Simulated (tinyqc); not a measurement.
Worked calculation: lattice vibrations of a chain. One step of it, computed by the program tinyqc.

Task: Dynamical matrix at q = 0.2. q is in units of 2 pi/a. A spring k from atom i to atom j, n cells on, adds k to Phi_ii and Phi_jj, -k exp(2 pi i q n) to Phi_ij and the conjugate to Phi_ji (for one atom a cell: 2k (1 - cos 2 pi q n)); D_ij = Phi_ij / sqrt(m_i m_j).

A chain moving along its axis:
```
atom    mass (u)  spring to the next atom (eV/angstrom^2)
1     103.100000                                24.800000
2      33.000000                                17.700000
3      62.000000                                 8.300000
```

Give: D(q).

Result:

D(q) (eV/(angstrom^2 u)):
```
                 1        2                3
1           0.3210  -0.4252  -0.0321+0.0987i
2          -0.4252   1.2879          -0.3913
3  -0.0321-0.0987i  -0.3913           0.4194
```
